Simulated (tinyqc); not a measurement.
Mesh against width: smearing for a one-band metal on the fcc lattice.

Lattice vectors (units of a): a1 = (0, 1/2, 1/2), a2 = (1/2, 0, 1/2), a3 = (1/2, 1/2, 0). E(k) = -t A_1(k) - t2 A_2(k), A_m the sum of cos(k . R) over the 12 nearest and 6 second lattice vectors. Mesh k = sum (j_i/N) b_i, j_i = 0 .. N-1.

With x = (E_k - mu)/sigma: Gaussian f = erfc(x)/2, s = exp(-x^2)/(2 sqrt(pi)); Methfessel-Paxton (first order) f = erfc(x)/2 - x exp(-x^2)/(2 sqrt(pi)), s = (1 - 2 x^2) exp(-x^2)/(4 sqrt(pi)). With weights w = points/N^d (d the dimension), mu solves 2 sum w f = ne; E = 2 sum w f E_k, S = 2 sum w s, F = E - sigma S.

Inputs chosen for the exercise:
- t = 1.17 eV (nearest hopping)
- t2 = -0.03 eV (second hopping)
- ne = 0.82 (electrons per cell)

Gaussian smearing, (E + F)/2. The reference is F of first-order Methfessel-Paxton smearing with sigma = 0.05 t on the mesh N = 40; it moves by 0.04 meV on the mesh N = 50; in three dimensions such meshes can agree by chance and the reference may be off by about 1 meV, so smaller errors are not resolved.

Errors (meV per cell):

| N | sigma = 0.05 t | sigma = 0.15 t | sigma = 0.4 t |
|---|---|---|---|
| 4 | 100.01 | 94.36 | 77.80 |
| 6 | 54.37 | 54.27 | 50.73 |
| 8 | 24.00 | 23.71 | 28.53 |
| 12 | 16.88 | 15.62 | 11.17 |
| 16 | 5.15 | 4.41 | 2.58 |
| 24 | 1.82 | 1.69 | 0.73 |

reference = -3.19344 eV

First N from which the value stays within 2 meV of its last entry (which need not be the best one): none before the last for sigma = 0.05 t, none before the last for sigma = 0.15 t, 16 for sigma = 0.4 t. At the last mesh the errors are +1.82, +1.69 and +0.73 meV. The widest smearing converges sooner with the mesh than the narrowest; a level at which its last entries rest, if any, is its bias. The smallest error belongs to 0.05 t on 0, 0.15 t on 1, 0.4 t on 5 of the 6 meshes.

Computed by tinyqc, a small Python program: `OMP_NUM_THREADS=1 python tinyqc.py 1651389 1651390 out.jsonl` (the numbers bound the seed that draws the inputs); one thread of a shared host (Intel(R) Xeon(R) Processor @ 2.30GHz), about 0.3 s for the whole set of steps.
